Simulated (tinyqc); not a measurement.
Tunnelling through a thin dielectric with one trap, as a tight-binding chain, step by step. Values are carried at full precision from step to step, so a last printed digit may differ when a step is redone from the rounded ones.

Hopping -t everywhere, t = c/(m a^2), c = hbar^2/2m0; lead sites at 2t (band bottom 0), barrier sites 1 to N at 2t + phi, and site j has U besides. No voltage. Leads give S = -t exp(ika) on sites 1 and N, cos(ka) = 1 - E/(2t). T = (2 t sin(ka))^2 |G_1N|^2, G = (E - H - S)^-1. In the barrier cosh(q a) = 1 + (phi - E)/(2t).

Constants: hbar^2/2m0 = 3.80998211 eV angstrom^2; hbar = 6.58211957e-16 eV s.

Values chosen for the exercise (barrier and mass of the size used for SiO2 on silicon; not measured data): a = 2.5 angstrom (site spacing); m = 0.45 m0 (mass, the same in leads and barrier); phi = 3.1 eV (conduction edge of the barrier above that of the leads); U = -3.16 eV (extra energy on the trap site); E = 0.91 eV (electron energy); N = 9 (barrier sites); j = 6 (site of the trap).

## Scales

Form t, ka, q a, and the level of the trap in an endless barrier, Eb = phi + 2t - sqrt(4 t^2 + U^2).

t = 1.3547 eV
ka = 0.84448 rad
q a = 1.19845
Eb = 1.6469 eV

## The matrix E - H - S

Fill it in.

E - H - S (eV):
```
[[-3.9997+1.0128i, 1.3547, 0.0000, 0.0000, 0.0000, 0.0000, 0.0000, 0.0000, 0.0000],
 [1.3547, -4.8993, 1.3547, 0.0000, 0.0000, 0.0000, 0.0000, 0.0000, 0.0000],
 [0.0000, 1.3547, -4.8993, 1.3547, 0.0000, 0.0000, 0.0000, 0.0000, 0.0000],
 [0.0000, 0.0000, 1.3547, -4.8993, 1.3547, 0.0000, 0.0000, 0.0000, 0.0000],
 [0.0000, 0.0000, 0.0000, 1.3547, -4.8993, 1.3547, 0.0000, 0.0000, 0.0000],
 [0.0000, 0.0000, 0.0000, 0.0000, 1.3547, -1.7393, 1.3547, 0.0000, 0.0000],
 [0.0000, 0.0000, 0.0000, 0.0000, 0.0000, 1.3547, -4.8993, 1.3547, 0.0000],
 [0.0000, 0.0000, 0.0000, 0.0000, 0.0000, 0.0000, 1.3547, -4.8993, 1.3547],
 [0.0000, 0.0000, 0.0000, 0.0000, 0.0000, 0.0000, 0.0000, 1.3547, -3.9997+1.0128i]]
```

## Transmission

Invert the matrix; T = (2 t sin(ka))^2 |G_1N|^2.

first row of G (1/eV): [-0.2580-0.07275i, -0.07783-0.02195i, -0.02353-0.006638i, -0.007282-0.002054i, -0.002802-0.0007912i, -0.002853-0.0008076i, -0.0008603-0.0002456i, -0.0002588-8.080e-05i, -7.588e-05-4.658e-05i]

T = 3.252e-08

Without the trap T is 1.66e-09: the trap changes it by a factor 19.6 at this energy.

## The resonance

Resonance: the lowest eigenvalue of H + S(E), iterated until its real part equals E (40 rounds from Eb = phi + 2t - sqrt(4t^2 + U^2), the level in an endless barrier). With v the normalised squared amplitudes of that state, Gamma_L = 2 t sin(ka) v_1, Gamma_R = 2 t sin(ka) v_N; Breit-Wigner T = Gamma_L Gamma_R/((E - Er)^2 + (Gamma_L + Gamma_R)^2/4).

Find Er, the two widths, the peak height 4 Gamma_L Gamma_R/(Gamma_L + Gamma_R)^2 and the escape time hbar/(Gamma_L + Gamma_R).

Er = 1.6477 eV

widths (meV): left 0.08038, right 4.287

peak height = 0.07226
escape time = 151 fs

squared amplitudes: [0.0000, 0.0003, 0.0019, 0.0143, 0.1041, 0.7602, 0.1037, 0.0138, 0.0017]

The nearby leads move the level 0.8 meV above its value in an endless barrier. The trap is closer to the right lead, which takes 98.2 % of the escapes.

## Checks

- T at Er from the chain against the Breit-Wigner peak: both 0.0723.
- T without trap against the closed form for a lattice barrier: both 1.659e-09.

tinyqc: `OMP_NUM_THREADS=1 python tinyqc.py 1481121 1481122 out.jsonl`; about 0.06 s, one thread, shared Intel(R) Xeon(R) Processor @ 2.30GHz.
